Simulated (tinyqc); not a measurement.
Inside a calculation. Model: formation energy of a charged point defect from supercell energies. Computed by tinyqc, a small Python program that keeps every step. Command: `OMP_NUM_THREADS=1 python tinyqc.py 3030466 3030467 out.jsonl formation walk`. One thread of a shared host (Intel(R) Xeon(R) Processor @ 2.30GHz), about 0.01 s of CPU time with the checks. Intermediate numbers are printed to about 5 digits and carried at full precision; extremes and crossings named in words are read from the listed rows.

The host is a compound AB. Making the defect adds n_A = 1, n_B = 0 atoms to the cell. All total energies are inputs. E_F is counted from the valence-band maximum (VBM); x = 0 is A-rich and x = 1 B-rich growth.

Inputs (values chosen for the exercise, with gap and screening modelled on ZnO):
```
quantity                       value      unit
gap E_g                         3.32        eV
E_VBM of the host cell         6.325        eV
potential alignment dV         0.031        eV
dielectric constant eps         8.11         -
cell length L                     10  angstrom
mu_A of the pure element       -4.18        eV
formation enthalpy dH of AB    -1.85        eV
growth condition x              0.65         -
Fermi level E_F                 1.35        eV
temperature T                   1400         K
site density N_s             2.6e+22     cm^-3
```

Defect: A interstitial. Supercell lattice: bcc.

charge states q: 3  2  1  0

E(defect, q) - E(host), in the order of q (eV): -29.486  -20.618  -11.964  -2.64

Constants: e^2/(4 pi eps_0) = 14.39964548 eV angstrom; k_B = 8.617333262e-05 eV/K.

## Chemical potentials

dmu_A = x dH and dmu_B = (1 - x) dH, so that dmu_A + dmu_B = dH; mu = mu(element) + dmu. The reservoir term is sum n_i mu_i.

dmu_A = -1.2025 eV

dmu_B = -0.6475 eV

sum n_i mu_i = -5.3825 eV

## Image-charge corrections

Image-charge correction of a point charge in a neutralising background: E_corr = q^2 alpha e^2/(4 pi eps_0) / (2 eps L), alpha = 2.888462 for a bcc array with L the cube root of the volume.

E_corr (eV): (q=+3) 2.3079, (q=+2) 1.0257, (q=+1) 0.2564, (q=0) 0.0000

Caution: the largest image-charge correction in these energies, q^2 alpha e^2/(8 pi eps_0 eps L) with alpha = 2.888462, exceeds a quarter of the gap; the point-charge term alone is then a rough estimate, usually too large for a charge that is spread out.

## Formation energies at E_F = 0

E_f(q, E_F) = [E(defect, q) - E(host)] - sum n_i mu_i + q (E_VBM + dV + E_F) + E_corr(q).

E_f(q, 0) (eV): (q=+3) -2.7276, (q=+2) -1.4978, (q=+1) 0.0309, (q=0) 2.7425

Caution: E_f at E_F = 0 is negative for at least one charge state, so in equilibrium E_F cannot reach the valence-band maximum.

## Transition levels and the lower envelope

eps(q/q') = [E_f(q', 0) - E_f(q, 0)]/(q - q'). U of state q is eps(q/q-1) - eps(q+1/q). The stable state at each E_F is the lowest line E_f(q, 0) + q E_F.

One-electron levels above the VBM (eV):
```
level    energy  U of the state between this level and the next
(+3/+2)  1.2299                                          0.2989
(+2/+1)  1.5287                                          1.1829
(+1/0)   2.7116                                               -
```

Stable states:
```
q   from E_F (eV)  to E_F (eV)
+3         0.0000       1.2299
+2         1.2299       1.5287
+1         1.5287       2.7116
0          2.7116       3.3200
```

Stable in the gap, from the VBM up: +3, +2, +1, 0.

## The first and the last level

eps(q/q-1) = E_f(q - 1, 0) - E_f(q, 0).

level (+3/+2) = 1.2299 eV

level (+1/0) = 2.7116 eV

## Concentrations at the given E_F and T

E_f(q, E_F) = E_f(q, 0) + q E_F. c_q = N_s exp(-E_f(q, E_F)/k_B T), with all degeneracy factors one and no vibrational entropy.

Charge states:
```
q   E_f (eV)  c_q (cm^-3)       share
+3    1.3224   4.5152e+17  2.3134e-01
+2    1.2022   1.2223e+18  6.2628e-01
+1    1.3809   2.7787e+17  1.4237e-01
0     2.7425   3.4866e+12  1.7865e-06
```

lowest formation energy = 1.2022 eV

total concentration = 1.9517e+18 cm^-3

mean charge = 2.0890 e

State +2 holds 62.6 % of the defects.

## Fermi level and growth conditions

Each entry is the lowest E_f over q.

Lowest formation energy (eV):
```
E_F (eV)  stable q  A-rich, x = 0  x = 0.5  B-rich, x = 1
0.000           +3        -3.9301  -3.0051        -2.0801
0.415           +3        -2.6851  -1.7601        -0.8351
0.830           +3        -1.4401  -0.5151         0.4099
1.245           +2        -0.2103   0.7147         1.6397
1.660           +1         0.4884   1.4134         2.3384
2.075           +1         0.9034   1.8284         2.7534
2.490           +1         1.3184   2.2434         3.1684
2.905            0         1.5400   2.4650         3.3900
3.320            0         1.5400   2.4650         3.3900
```

Going from A-rich to B-rich growth shifts every line by +1.850 eV and moves no transition level. The slope of the envelope is the stable charge, so E_f is highest in the rows from E_F = 2.90 to 3.32 eV, where the neutral state is stable: the defect forms most easily in p-type material. Under A-rich growth E_f turns negative for part of the gap, so in equilibrium E_F cannot enter that part. Under B-rich growth E_f turns negative for part of the gap, so in equilibrium E_F cannot enter that part.

## What the corrections do to the levels

Levels eps(q/q-1) with the terms q dV and E_corr left out or kept.

Levels above the VBM (eV):
```
level      raw  with alignment  with image charge  with both
(+3/+2)  2.543           2.512             1.2609     1.2299
(+2/+1)  2.329           2.298             1.5597     1.5287
(+1/0)   2.999           2.968             2.7426     2.7116
```

Alignment moves every level by -dV = -0.031 eV. The image term moves eps(q/q-1) by (1 - 2q) E_corr(1): (+3/+2) by -1.282, (+2/+1) by -0.769, (+1/0) by -0.256 eV, donor levels down and acceptor levels up. It adds 2 E_corr(1) = 0.513 eV to every U, which turns an apparent negative U of the raw energies into a positive one.

Checks made by the program: envelope against a direct minimum on a grid (relative difference below 1e-10).
